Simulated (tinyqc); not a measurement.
FinFET, parasitic resistance, capacitance and delay: two steps of the calculation.

Nf fins under one contact; each has gated perimeter p = 2 Hf + Wf and cross-section A = Hf Wf; contact width Wc = Nf pf, stack height Hs = Hf. Contact length Lc = CPP - Lg - 2 Lsp, shared by two neighbouring gates. Source and drain sides are equal. The formulas are first-order estimates, not field solutions.

Inputs (values chosen for the exercise); values close to those of silicon logic devices:
```
symbol  value        unit                          meaning
T         300           K                      temperature
Hf         42          nm                       fin height
Wf          7          nm                        fin width
Lg         20          nm                      gate length
Cinv      3.3     uF/cm^2            inversion capacitance
vx      1.3e7        cm/s               injection velocity
mu        230  cm^2/(V s)                apparent mobility
VT        0.3           V  threshold at zero drain voltage
dl      0.027         V/V                 barrier lowering
n        1.15                          subthreshold factor
Vdd      0.65           V                   supply voltage
```

Constants: q = 1.602176634e-19 C, kB = 1.380649e-23 J/K, Vt = kB T/q. Results are converted to the units shown.

Task 1. Fin currents at Vgs = Vdd, Vds = Vdd/2. One fin: I = p Q vx u/(1 + |u|^1.8)^(1/1.8), Q = Cinv n Vt ln(1 + exp((Vg' - VT + dl Vd')/(n Vt))), u = Vd' mu/(vx Lg), Vg' = Vgs - v, Vd' = Vds - 2 v, with the drop on each side v = Rc (sum of I) + Rx I. I(new) = I(out).

I after iteration 1 (uA): fin 1 129.63392, fin 2 129.63392, fin 3 129.63392
Rc = 112.11418 ohm
Rx = 108.16327 ohm

Give: drop v; I(out); I after iteration 2.

Result 1.

drop v (mV): fin 1 57.62, fin 2 57.62, fin 3 57.62
I(out) (uA): fin 1 99.36, fin 2 99.36, fin 3 99.36
I after iteration 2 (uA): fin 1 99.36, fin 2 99.36, fin 3 99.36

Task 2. Effective current, delay and energy. Ieff = (IH + IL)/2, delay CL Vdd/(2 Ieff), energy CL Vdd^2, with CL the load of an inverter that drives an equal one.

IH = I(Vdd, Vdd/2) = 316.45391 uA
IL = I(Vdd/2, Vdd), solved likewise = 49.039869 uA
CL = 849.41420 aF

Wanted: Ieff; delay; energy.

Result 2.

Ieff = 182.75 uA
delay = 1.5106 ps
energy = 358.88 aJ

Program tinyqc, `OMP_NUM_THREADS=1 python tinyqc.py 2170132 2170133 out.jsonl`; Intel Xeon 2.30GHz, shared host, one thread, about 0.03 s.
